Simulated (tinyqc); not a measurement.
# Space-charge-limited current with shallow traps, step by step

Computed by the program tinyqc: `OMP_NUM_THREADS=1 python tinyqc.py 2370012 2370013 out.jsonl`, one thread of a shared Intel Xeon 2.30GHz, about 0.01 s for the whole run. Printed values are rounded.

One carrier type, drift only, an injecting contact at x = 0 (zero field) and thickness L. The share th = y/(1 + y), y = (Nc/Nt) exp(-Et/kB T), of the injected charge is free: J = q mu n F, eps0 eps_r dF/dx = q (n - n0)/th.

Values chosen for this exercise:
```
symbol,value,unit,meaning
T,300,K,temperature
eps_r,22.2,,relative permittivity
mu,0.00012,cm^2/(V s),mobility
L,460,nm,thickness
Nc,8.4e20,cm^-3,band density of states
Nt,8.8e17,cm^-3,trap density
Et,0.52,eV,trap depth
n0,1.9e10,cm^-3,free carrier density in equilibrium
V,9.1,V,voltage
```

Constants: q = 1.602176634e-19 C, kB = 1.380649e-23 J/K, Vt = kB T/q, eps0 = 8.8541878128e-14 F/cm where lengths are in cm. Results are converted to the units shown.

Range of the model: Diffusion and a field-dependent mobility are left out. With injecting contacts the diffusion current, about 4 pi^2 Vt th eps0 eps_r mu V/L^3, equals the Mott-Gurney current at V = 35 kB T/q (0.9 V at 300 K), so the drift-only result needs V well above that.

## Limits and characteristic voltages

Ohmic J = q n0 mu V/L; Mott-Gurney J = (9/8) th eps0 eps_r mu V^2/L^3; they cross at Vx = 8 q n0 L^2/(9 th eps0 eps_r); traps fill at V_TFL = q Nt L^2/(2 eps0 eps_r).

th = 1.754609e-6
ohmic J = 7.226513e-8 A/cm^2
Mott-Gurney J = 3.961185e-7 A/cm^2
Vx = 1.660141 V
V_TFL = 75.88869 V

## The exact current

Exact: with u = n0/n(L), w = -u - ln(1 - u) and v = -u - u^2/2 - ln(1 - u), V = (q n0 L^2/(th eps0 eps_r)) v/w^2 and J = q^2 n0^2 mu L/(th eps0 eps_r w). v/w^2 falls steadily with u, so u follows by bisection.

v/w^2 = 4.872409
u = 0.2349843
w = 0.03287463
J = 4.511534e-7 A/cm^2
exit field over V/L = 1.467014

J is 3.7 % below the plain sum of the two limits; the exit field lies between the ohmic 1 and the Mott-Gurney 1.5.
